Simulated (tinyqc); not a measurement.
Raman shift of the zone-centre optical phonon of a diamond-structure crystal under stress: one step, computed by the program tinyqc.

Axes x, y, z are the cube axes. Strain shifts the threefold optical mode and can split it; p, q and r are the phonon deformation potentials.

Task: Stress and strain tensors. Equal biaxial stress in the plane normal to the axis (unit vector n): sigma_ij = sigma (delta_ij - n_i n_j). eps_xx = S11 sigma_xx + S12 (sigma_yy + sigma_zz), and cyclic; eps_xy = S44 sigma_xy/2 (tensor strain).

Inputs (values chosen for the exercise, modelled on germanium): stress sigma (tension positive) = 0.73 GPa.

Stress state: biaxial. Axis: [111].

S44 = 14.94322 1/TPa

S11 = 9.747206 1/TPa

S12 = -2.665902 1/TPa

Give: stress; strain; volume strain.

Result:

stress (GPa):
```
          x         y         z
x   0.48667  -0.24333  -0.24333
y  -0.24333   0.48667  -0.24333
z  -0.24333  -0.24333   0.48667
```

strain (per mille):
```
         x        y        z
x   2.1488  -1.8181  -1.8181
y  -1.8181   2.1488  -1.8181
z  -1.8181  -1.8181   2.1488
```

volume strain = 6.4465 per mille
